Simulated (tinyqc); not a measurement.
Worked calculation: LCCD on RHF in the sto-3g basis, frozen core, for BeH2, spin multiplicity 1. One step of it, computed by the program tinyqc.

Task: Iteration 7 (converged): orbitals. Diagonalise F' = X^T F X, C = X C', fill 3 alpha and 3 beta electrons from the bottom; D = 2 C_occ C_occ^T. Each column has its largest component positive (the first on a tie).

converged F (hartree):
```
,1Be 1s,1Be 2s,1Be 2px,1Be 2py,1Be 2pz,2H 1s,3H 1s
1Be 1s,-4.531051,-1.289892,0.000000,0.000000,0.000263,-0.209917,-0.209917
1Be 2s,-1.289892,-0.592335,0.000000,0.000000,-0.001870,-0.333765,-0.333765
1Be 2px,0.000000,0.000000,0.213749,0.000000,0.000000,0.000000,0.000000
1Be 2py,0.000000,0.000000,0.000000,-0.141040,0.000000,-0.299958,0.299958
1Be 2pz,0.000263,-0.001870,0.000000,0.000000,0.213720,-0.002640,-0.002640
2H 1s,-0.209917,-0.333765,0.000000,-0.299958,-0.002640,-0.228911,-0.013263
3H 1s,-0.209917,-0.333765,0.000000,0.299958,-0.002640,-0.013263,-0.228911
```

X:
```
,1Be 1s,1Be 2s,1Be 2px,1Be 2py,1Be 2pz,2H 1s,3H 1s
1Be 1s,1.028532,-0.150394,0.000000,0.000000,-0.000201,0.020880,0.020880
1Be 2s,-0.150394,1.158427,0.000000,0.000000,0.001793,-0.225462,-0.225462
1Be 2px,0.000000,0.000000,1.000000,0.000000,0.000000,0.000000,0.000000
1Be 2py,0.000000,0.000000,0.000000,1.223595,0.000000,-0.314490,0.314490
1Be 2pz,-0.000201,0.001793,0.000000,0.000000,1.000024,-0.003080,-0.003080
2H 1s,0.020880,-0.225462,0.000000,-0.314490,-0.003080,1.175778,-0.056792
3H 1s,0.020880,-0.225462,0.000000,0.314490,-0.003080,-0.056792,1.175778
```

Give: F' = X^T F X; orbital energies; coefficients C; D after iteration 7.

Result:

F' = X^T F X (hartree):
```
,1,2,3,4,5,6,7
1,-4.4217,-0.6998,0.0000,0.0000,0.0001,-0.0024,-0.0024
2,-0.6998,-0.1523,0.0000,0.0000,0.0008,-0.2742,-0.2742
3,0.0000,0.0000,0.2137,0.0000,0.0000,0.0000,0.0000
4,0.0000,0.0000,0.0000,0.2079,0.0000,-0.3739,0.3739
5,0.0001,0.0008,0.0000,0.0000,0.2138,-0.0033,-0.0033
6,-0.0024,-0.2742,0.0000,-0.3739,-0.0033,0.0418,-0.0677
7,-0.0024,-0.2742,0.0000,0.3739,-0.0033,-0.0677,0.0418
```

orbital energies (hartree): MO1 -4.5344, MO2 -0.4152, MO3 -0.3723, MO4 0.2137, MO5 0.2137, MO6 0.3498, MO7 0.6897

coefficients C:
```
,MO1,MO2,MO3,MO4,MO5,MO6,MO7
1Be 1s,0.9919,-0.2121,0.0000,0.0071,0.0000,-0.2291,0.0000
1Be 2s,0.0310,0.6105,0.0000,-0.0300,0.0000,1.0448,0.0000
1Be 2px,0.0000,0.0000,0.0000,0.0000,1.0000,0.0000,0.0000
1Be 2py,0.0000,0.0000,0.4955,0.0000,0.0000,0.0000,1.2040
1Be 2pz,0.0000,0.0025,0.0000,0.9995,0.0000,0.0323,0.0000
2H 1s,-0.0038,0.3925,0.4323,0.0154,0.0000,-0.7232,-0.8195
3H 1s,-0.0038,0.3925,-0.4323,0.0154,0.0000,-0.7232,0.8195
```

D after iteration 7:
```
,1Be 1s,1Be 2s,1Be 2px,1Be 2py,1Be 2pz,2H 1s,3H 1s
1Be 1s,2.0576,-0.1974,0.0000,0.0000,-0.0011,-0.1741,-0.1741
1Be 2s,-0.1974,0.7473,0.0000,0.0000,0.0031,0.4790,0.4790
1Be 2px,0.0000,0.0000,0.0000,0.0000,0.0000,0.0000,0.0000
1Be 2py,0.0000,0.0000,0.0000,0.4910,0.0000,0.4284,-0.4284
1Be 2pz,-0.0011,0.0031,0.0000,0.0000,0.0000,0.0020,0.0020
2H 1s,-0.1741,0.4790,0.0000,0.4284,0.0020,0.6820,-0.0657
3H 1s,-0.1741,0.4790,0.0000,-0.4284,0.0020,-0.0657,0.6820
```
